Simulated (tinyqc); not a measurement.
Undoped symmetric double-gate MOSFET, analytic potential model: one step of the calculation.

An undoped body of thickness ts between two equal insulators and tied gates; long channel, electrons only, n = ni exp((psi - V)/Vt) with V the quasi-Fermi potential (0 at the source, Vd at the drain), constant mobility, no quantisation. Across the body psi(x) = V - 2 Vt ln[(ts/(2 beta)) sqrt(q ni/(2 eps0 eps_r Vt)) cos(2 beta x/ts)], x from the centre. Q is the electron charge per area of the whole body.

Question. Constants of the body. ni = sqrt(Nc Nv) exp(-Eg/(2 Vt)), Eg in volts; r = eps_r tox/(eox ts); V0 = dphi + 2 Vt ln[(2/ts) sqrt(2 eps0 eps_r Vt/(q ni))].

Inputs (values chosen for the exercise); material values close to those of silicon:
```
symbol,value,unit,meaning
T,300,K,temperature
Eg,1.14,eV,band gap
eps_r,11.6,,relative permittivity of the semiconductor
Nc,2.8e19,cm^-3,conduction-band density of states at T
Nv,2.67e19,cm^-3,valence-band density of states at T
eox,3.92,,relative permittivity of the gate insulator
tox,2.1,nm,insulator thickness
ts,5,nm,body thickness
dphi,-0.15,V,gate work function less that of the intrinsic body
```

Constants: q = 1.602176634e-19 C, kB = 1.380649e-23 J/K, Vt = kB T/q, eps0 = 8.8541878128e-14 F/cm where lengths are in cm. Results are converted to the units shown.

Find: ni; r; V0.

Answer.

ni = 7.265e9 cm^-3
r = 1.243
V0 = 0.3776 V

Program tinyqc, `OMP_NUM_THREADS=1 python tinyqc.py 2440119 2440120 out.jsonl`; Intel Xeon 2.30GHz, shared host, one thread, about 0.03 s.
